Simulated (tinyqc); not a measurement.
Energy and delay of logic against supply voltage: two steps of the calculation.

One expression serves below and above threshold: I(Vg) = Ik [ln(1 + exp((Vg - VT + dd V)/(al nf Vt)))]^al, with I_on = I(V) and I_off = I(0). Gate delay td = kd C V/I_on, clock period LD td. Per gate and cycle the switching energy is act C V^2 and the leakage energy I_off V LD td. No short-circuit current, no variation. Minima are sought above 0.09 V; below a few Vt gates no longer switch and the model has no meaning.

Inputs (values chosen for the exercise); values of the order met in logic technologies: temperature T = 300 K; threshold voltage at zero drain bias VT = 0.26 V; slope factor nf = 1.28; barrier lowering per volt of supply dd = 0.07; specific current of a gate Ik = 1.9 uA; exponent of the current law al = 1.51; load capacitance of a gate C = 0.35 fF; delay factor kd = 0.8; logic depth LD = 60; activity factor act = 0.2; supply voltage V = 0.99 V.

Constants: q = 1.602176634e-19 C, kB = 1.380649e-23 J/K, Vt = kB T/q. Results are converted to the units shown.

Problem 1. Currents, delay and energies. I_on, I_off, td, clock frequency 1/(LD td), both energies and their sum.

Give: I_on; I_off; td; clock frequency; switching energy; leakage energy; energy.

Solution 1.

I_on = 124.98 uA
I_off = 5.8719 nA
td = 2.2180 ps
clock frequency = 7.5144 GHz
switching energy = 68.607 aJ
leakage energy = 0.77361 aJ
energy = 69.381 aJ

I_on/I_off = 21300; leakage makes up 1.12 % of the energy.

Problem 2. New V. Minimum-energy supply: E(V) is the energy per gate and cycle; with h = 0.001 V, E' = (E(V + h) - E(V - h))/(2 h), E'' = (E(V - h) - 2 E(V) + E(V + h))/h^2, V(new) = V - E'/E''.

V after iteration 1 = 0.20268045 V

Give: E'; E''; V after iteration 2.

Solution 2.

E' = -1.7879 aJ/V
E'' = 665.73 aJ/V^2
V after iteration 2 = 0.20537 V

Computed by the program tinyqc: `OMP_NUM_THREADS=1 python tinyqc.py 2082086 2082087 out.jsonl`, one thread of a shared Intel Xeon 2.30GHz, about 0.01 s for the whole run.
